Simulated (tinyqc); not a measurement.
Wafer bonding and layer transfer: bond energy, gap closing, particles, bonding of dissimilar wafers and hydrogen blisters: one step, computed by the program tinyqc.

gamma is the energy per area of each of the two surfaces; plates are isotropic.

Problem. Does a shallow gap close? E' = E1/(1 - nu^2), equal wafers of thickness t1 assumed. A gap of radius R closes if h_g < h_c: h_c = R^2/sqrt((2/3) E' t1^3/gamma) for R > 2 t1 (plate bending), h_c = 3.6 sqrt(R gamma/E') for R < 2 t1 (local deformation).

Inputs (values chosen for the exercise, with wafer 1 close to silicon): Young's modulus E1 = 164 GPa; Poisson ratio nu = 0.24; thickness t1 = 725 micrometre; radius of a shallow gap R = 0.6 mm; half height of the gap h_g = 14 nm.

bond energy gamma = 1.730276 J/m^2

Give: closable height h_c; h_g/h_c.

Solution.

closable height h_c = 278.1 nm

h_g/h_c = 0.05035

The gap closes.
